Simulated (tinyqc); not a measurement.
Hall factor, magnetoresistance and optical conductivity for a power-law relaxation time. Changing the reduced Fermi level eta. Computed by tinyqc, a small Python program. Command: `OMP_NUM_THREADS=1 python tinyqc.py 3025513 3025514 out.jsonl magneto sweep`. One thread of a shared host (Intel(R) Xeon(R) Processor @ 2.30GHz), about 0.01 s of CPU time with the checks.

One spherical parabolic band, tau(E) = tau_0 x^s with x = E/(k_B T). Landau quantisation is left out.

Inputs (values chosen for the exercise, with a mass close to that of electrons in germanium):
```
quantity          value  unit
effective mass m   0.12   m_0
exponent s          0.5     -
tau_0                66    fs
temperature T       150     K
```

Constants: m_0 = 9.1093837015e-31 kg; k_B = 1.380649e-23 J/K; hbar = 1.054571817e-34 J s; e = 1.602176634e-19 C.

Method:
- <y> = int y x^(3/2) f (1 - f) dx / int x^(3/2) f (1 - f) dx, f = 1/(1 + exp(x - eta)).
- Integrals over x = E/(k_B T) use 160 Gauss-Legendre points in u = sqrt(x) from 0 to sqrt(max(eta, 0) + 45).
- n = (2 m k_B T)^(3/2)/(3 pi^2 hbar^3) int x^(3/2) f (1 - f) dx; moments in units of tau_0.
- mu = e <tau>/m; weak field r_H = <tau^2>/<tau>^2 and MR = c (mu B)^2, c = <tau^3>/<tau>^3 - r_H^2; strong field r_H = 1 and MR = <tau> <1/tau> - 1.

One run for each value:
```
reduced Fermi level eta  weak-field Hall factor  saturation MR (%)  drift mobility mu (cm^2/(V s))  density n (1/cm^3)
-6                                        1.104              13.16                            1456           9.134e+14
-3                                        1.103              12.94                            1463           1.805e+16
-1                                        1.094              11.74                            1504           1.209e+17
0                                         1.083              10.21                            1564           2.822e+17
1                                         1.068               8.14                            1668           5.811e+17
2                                         1.052               6.09                            1811           1.041e+18
4                                         1.029               3.25                            2152           2.402e+18
8                                         1.011               1.14                            2821           6.401e+18
15                                        1.003               0.35                            3781           1.621e+19
25                                        1.001               0.13                            4853           3.475e+19
```

Over the rows, weak-field Hall factor falls from 1.10 to 1.00; saturation MR (%) falls from 13.2 to 0.130; drift mobility mu (cm^2/(V s)) rises from 1460 to 4850. In the degenerate limit r_H - 1 tends to (pi^2/3) s^2/eta^2, which is 0.00132 for the last row against 0.00129.
